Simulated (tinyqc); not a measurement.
Worked calculation: coherent potential approximation for a binary alloy with a semi-elliptic band. Values are carried at full precision from step to step, so a last printed digit may differ when a step is redone from the rounded ones.

Site levels eA = -x d (share 1 - x) and eB = (1 - x) d (share x), so that their mean, the virtual crystal, is 0. Pure band: G0(z) = 2 (z - sqrt(z - W) sqrt(z + W))/W^2 with principal roots, density -Im G/pi per site. The medium has a self-energy S(z), G = G0(z - S), z = E + i eta. t_i = (e_i - S)/(1 - (e_i - S) G); the CPA demands <t> = (1 - x) tA + x tB = 0. Iteration: start at S = 0, set S(new) = S + <t>/(1 + <t> G), stop when |<t>| < 1e-9 eV.

Constants: hbar = 6.58211957e-16 eV s.

Parameters, chosen for this exercise: W = 3.1 eV (half width of the pure band); x = 0.32 (fraction of B); d = 5.37 eV (eB - eA); eta = 0.062 eV (broadening); E = -0.9 eV (energy).

## First step: the average t-matrix

With S = 0 form G, tA, tB, <t> and the new S.

eA, eB (eV): -1.7184  3.6516

G = -0.18339-0.60462i 1/eV

tA, tB (eV): -0.7600-1.1530i  0.7957-1.0522i

<t> = -0.2622-1.1207i eV
S after one step = -1.8723-1.1852i eV

## The self-consistent medium

Iterate.

Iterations:

| i | S (eV) | G (1/eV) | \|<t>\| (eV) |
|---|---|---|---|
| 0 | 0.00000 | -0.18339-0.60462i | 1.15 |
| 1 | -1.87233-1.18525i | 0.12395-0.41036i | 0.778 |
| 2 | -1.80225-0.60318i | 0.14677-0.49546i | 0.115 |
| 3 | -1.70602-0.67064i | 0.12794-0.49012i | 0.0253 |
| 4 | -1.72872-0.68229i | 0.13086-0.48714i | 0.00552 |
| 5 | -1.72858-0.67678i | 0.13113-0.48800i | 0.00119 |
| 6 | -1.72756-0.67737i | 0.13094-0.48796i | 0.000256 |
| 7 | -1.72777-0.67750i | 0.13096-0.48793i | 5.52e-05 |
| ... | ... | ... | ... |
| 11 | -1.72777-0.67746i | 0.13097-0.48794i | 1.19e-07 |
| 12 | -1.72777-0.67746i | 0.13097-0.48794i | 2.57e-08 |
| 13 | -1.72777-0.67746i | 0.13097-0.48794i | 5.54e-09 |
| 14 | -1.72777-0.67746i | 0.13097-0.48794i | 1.19e-09 |
| 15 | -1.72777-0.67746i | 0.13097-0.48794i | 2.57e-10 |

S = -1.72777-0.67746i eV
G = 0.13097-0.48794i 1/eV

Converged at i = 15. The first step gave -1.8723-1.1852i eV.

## Densities on A and B, and the lifetime

G_i = G/(1 - (e_i - S) G); densities -Im G_i/pi; their weighted sum must be -Im G/pi. Lifetime hbar/(2 |Im S|), which has a meaning only while |Im S| is small against W. Weak-scattering value of S: x (1 - x) d^2 G.

densities (1/eV): on A 0.2211, on B 0.0156, weighted sum 0.1553, medium 0.1553

lifetime = 0.486 fs
weak-scattering S = 0.8218-3.0618i eV

An A site carries the larger density here, by a factor 14.18; the weak-scattering value is 188 % from S.

## Checks

- Weighted sum of the partial densities against the density of the medium: both 0.15531.

tinyqc: `OMP_NUM_THREADS=1 python tinyqc.py 1451535 1451536 out.jsonl`; about 0.01 s, one thread, shared Intel(R) Xeon(R) Processor @ 2.30GHz.
